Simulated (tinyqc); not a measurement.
# Worked calculation: chip with leakage that grows with temperature, electro-thermal loop and runaway

Program tinyqc, `OMP_NUM_THREADS=1 python tinyqc.py 2520008 2520009 out.jsonl`; Intel Xeon 2.30GHz, shared host, one thread, about 0.01 s. Printed values are rounded.

One temperature T for the device, T = T0 + Rth P(T), with P(T) = Pd + Pl (T/300 K)^2 exp[(q Ea/kB)(1/(300 K) - 1/T)]. The loop gain is Rth dP/dT; a solution is thermally stable when it is below one.

Inputs (values chosen for the exercise): ambient temperature T0 = 320 K; temperature-independent switching power Pd = 0.61 W; leakage power at 300 K Pl = 0.00696 W; activation energy of the leakage Ea = 0.35 eV; thermal resistance Rth = 81 K/W.

Constants: q = 1.602176634e-19 C, kB = 1.380649e-23 J/K. Results are converted to the units shown.

## Iteration 1: temperature by substitution

T at the start = 320 K

P(T) = Pd + Pl (T/300 K)^2 exp[(q Ea/kB)(1/(300 K) - 1/T)]; T(new) = T0 + Rth P(T).

P = 0.6284565 W
T after iteration 1 = 370.9050 K

## Iteration 2: temperature by substitution

As before.

P = 0.7515492 W
T after iteration 2 = 380.8755 K

## Course of the iteration: temperature by substitution

Stop when T changes by less than 1e-6 K, or after 25 iterations.

Course of the iteration:

| iteration | T (K) | \|change\| (K) |
|---|---|---|
| 1 | 370.9050 | 50.9 |
| 2 | 380.8755 | 9.97 |
| 3 | 385.5138 | 4.64 |
| 4 | 388.1670 | 2.65 |
| 5 | 389.8459 | 1.68 |
| 6 | 390.9732 | 1.13 |
| 7 | 391.7595 | 0.786 |
| 8 | 392.3222 | 0.563 |
| 9 | 392.7324 | 0.410 |
| ... | ... | ... |
| 17 | 393.8278 | 0.0428 |
| 18 | 393.8605 | 0.0327 |
| 19 | 393.8855 | 0.0250 |
| 20 | 393.9047 | 0.0191 |
| 21 | 393.9193 | 0.0147 |
| 22 | 393.9306 | 0.0112 |
| 23 | 393.9392 | 8.61e-3 |
| 24 | 393.9458 | 6.60e-3 |
| 25 | 393.9508 | 5.06e-3 |

Not converged within 25 iterations. The value creeps on in one direction, each change 0.77 times the one before. The solution is 393.97 K with a loop gain of 0.767; substitution shrinks the error by that factor a step, so it slows down as the device nears runaway. A rerun with Newton steps converges in 7 iterations.
